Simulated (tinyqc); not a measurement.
Stepped quantum well by finite differences, step by step. Values are carried at full precision from step to step, so a last printed digit may differ when a step is redone from the rounded ones.

Finite differences on points z_i at the centres of cells of width h: H_ii = (c/h^2)(1/m_(i-1/2) + 1/m_(i+1/2)) + V_i, H_(i,i+1) = -(c/h^2)/m_(i+1/2), where m_(i+1/2) is the mean of the masses at the two points (the end values are repeated outwards), psi = 0 on the points beyond both ends, c = hbar^2/2m0. The field adds e F (z - z0) with z0 the middle of the structure; 1 kV/cm = 1e-5 eV/angstrom.

Constants: hbar^2/2m0 = 3.80998211 eV angstrom^2.

Inputs chosen for the exercise (near those of a GaAs well in AlGaAs; shifted at random, so the results belong to these values and not to a real crystal):

| symbol | value | unit | meaning |
|---|---|---|---|
| layers | ((108, 0.138, 0.0811), (54, 0, 0.068), (135, 0.081, 0.0757), (108, 0.138, 0.0811)) |  | each layer: thickness in angstrom, band edge in eV, mass in m0 |
| F | 0 | kV/cm | field along z |
| h | 27 | angstrom | cell width of the coarse grid |
| hf | 1.6875 | angstrom | cell width of the fine grid |

## The coarse grid

List the points, the potential with the field, and the masses.

Grid:

| i | z (angstrom) | V (eV) | m (m0) |
|---|---|---|---|
| 1 | 13.5 | 0.1380 | 0.0811 |
| 2 | 40.5 | 0.1380 | 0.0811 |
| 3 | 67.5 | 0.1380 | 0.0811 |
| 4 | 94.5 | 0.1380 | 0.0811 |
| 5 | 121.5 | 0.0000 | 0.0680 |
| 6 | 148.5 | 0.0000 | 0.0680 |
| 7 | 175.5 | 0.0810 | 0.0757 |
| 8 | 202.5 | 0.0810 | 0.0757 |
| 9 | 229.5 | 0.0810 | 0.0757 |
| 10 | 256.5 | 0.0810 | 0.0757 |
| 11 | 283.5 | 0.0810 | 0.0757 |
| 12 | 310.5 | 0.1380 | 0.0811 |
| 13 | 337.5 | 0.1380 | 0.0811 |
| 14 | 364.5 | 0.1380 | 0.0811 |
| 15 | 391.5 | 0.1380 | 0.0811 |

## The tridiagonal Hamiltonian

Form the diagonal and the neighbouring elements; V in the grid already includes the field.

diagonal H_ii (eV): 0.2669  0.2669  0.2669  0.2725  0.1470  0.1496  0.2228  0.2191  0.2191  0.2191  0.2167  0.2691  0.2669  0.2669  0.2669

H_(i,i+1) (eV): -0.0644  -0.0644  -0.0644  -0.0701  -0.0769  -0.0727  -0.0690  -0.0690  -0.0690  -0.0690  -0.0667  -0.0644  -0.0644  -0.0644

## Lowest levels on the coarse grid

Diagonalise the symmetric tridiagonal matrix; give the three lowest levels and the weights u_i^2 (sum 1) of the two lowest.

levels (eV): 0.0417  0.0966  0.1299

weights on the points:
```
             1      2      3      4      5      6      7      8      9     10     11     12
level 1  0.000  0.000  0.004  0.042  0.383  0.434  0.105  0.024  0.005  0.001  0.000  0.000
level 2  0.000  0.000  0.002  0.010  0.046  0.002  0.037  0.160  0.268  0.269  0.161  0.035

            13     14     15
level 1  0.000  0.000  0.000
level 2  0.007  0.001  0.000
```

## Halving the cell width

The same with h, h/2, ..., h/32. The end points move with h, since psi vanishes half a cell beyond the structure. Richardson value (4 E(h/32) - E(h/16))/3.

Convergence:

| cell (angstrom) | points | E1 (eV) | E2 (eV) | E1 - finest (meV) |
|---|---|---|---|---|
| 27.0000 | 15 | 0.04173 | 0.09661 | -5.812 |
| 13.5000 | 30 | 0.04600 | 0.09767 | -1.537 |
| 6.7500 | 60 | 0.04715 | 0.09796 | -0.385 |
| 3.3750 | 120 | 0.04745 | 0.09804 | -0.092 |
| 1.6875 | 240 | 0.04752 | 0.09806 | -0.018 |
| 0.8438 | 480 | 0.04754 | 0.09806 | 0.000 |

Richardson values of E1, E2 (eV): 0.04755  0.09806

The coarse grid is 5.8 meV too low in E1. The last differences between rows shrink by a factor 4.0 (4 for a pure h^2 error, 2 for one linear in h).

## Positions and dipoles on the fine grid

With h sum psi^2 = 1: <z - z0> of three levels, |z_12| and |z_13|, the mass m1 from 1/m1 = <1|1/m|1>, and f_1j = (m1/c)(E_j - E_1) z_1j^2.

levels (eV): 0.0475  0.0981  0.1346

<z - z0> (angstrom): -60.1  33.6  16.9

|z_12|, |z_13| (angstrom): 18.56  15.64

m1 = 0.0702 m0

f_12, f_13: 0.321  0.393

Parity is broken, so the 1-3 transition is allowed, with 1.2 times the strength of 1-2. E2 - E1 = 50.5 meV, a wavelength of 24.5 micrometre (hc = 1239.841984 eV nm).

## Checks

- E1 at zero field on the grid h/32 against transfer matrices between the same hard ends, eV: both 0.0475.

tinyqc: `OMP_NUM_THREADS=1 python tinyqc.py 1282474 1282475 out.jsonl`; about 0.02 s, one thread, shared Intel(R) Xeon(R) Processor @ 2.30GHz.
